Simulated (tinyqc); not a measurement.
What moves lifetime and leakage: Shockley-Read-Hall recombination through one deep level.

One level at Et with degeneracy 1: tn = 1/(sn vth Nt), tp = 1/(sp_ vth Nt), n1 = Nc exp((Et - Eg)/kT), p1 = Nv exp(-Et/kT), ni^2 = n1 p1. Equilibrium p0 = Nm, n0 = ni^2/Nm; n = n0 + dn, p = p0 + dn. U = (n p - ni^2)/(tp (n + n1) + tn (p + p1)), lifetime dn/U; emission rates en = sn vth n1, ep = sp_ vth p1.

Constants: kB = 8.617333262e-05 eV/K.

Inputs chosen for the exercise (gap and densities of states near those of GaN at this temperature; not measured data):
```
symbol  value     unit    meaning
Eg      3.421     eV      gap
Nc      3.77e+18  1/cm^3  conduction-band density of states
Nv      6.74e+19  1/cm^3  valence-band density of states
T       400       K
Et      0.971     eV      recombination level above Ev
Nt      2.3e+16   1/cm^3  defects
sn      1.5e-16   cm^2    electron capture cross-section
sp_     2.3e-15   cm^2    hole capture cross-section
vth     17000000  cm/s    thermal velocity, both carriers
Nm      2.3e+17   1/cm^3  equilibrium holes for the lifetime steps
dn      1.2e+14   1/cm^3  excess pairs
```

G = Nt en ep/(en + ep).

One parameter was then changed.

Results before and after:
```
case     lifetime (microsecond)  G (1/(cm^3 s))
base                    0.01705        2.99e-05
changed                0.008526        5.98e-05
```

Which of these changes was made? (a) Nt = 1.15e+16 1/cm^3; (b) Et = 1.011 eV; (c) dn = 3.6e+14 1/cm^3; (d) Nm = 6.9e+17 1/cm^3; (e) sp_ = 4.6e-15 cm^2; (f) sn = 3e-16 cm^2.

Answer: (f) sn = 3e-16 cm^2. Of the candidates, run in turn, only this one gives the changed row.

All candidates:
```
case                  lifetime (microsecond)  G (1/(cm^3 s))
base                                 0.01705        2.99e-05
Et = 1.011 eV                        0.01705        9.55e-05
sn = 3e-16 cm^2                     0.008526        5.98e-05
sp_ = 4.6e-15 cm^2                   0.01705        2.99e-05
Nt = 1.15e+16 1/cm^3                 0.03410        1.50e-05
Nm = 6.9e+17 1/cm^3                  0.01705        2.99e-05
dn = 3.6e+14 1/cm^3                  0.01705        2.99e-05
```

tinyqc: `OMP_NUM_THREADS=1 python tinyqc.py 1652056 1652057 out.jsonl`; about 0.01 s, one thread, shared Intel(R) Xeon(R) Processor @ 2.30GHz.
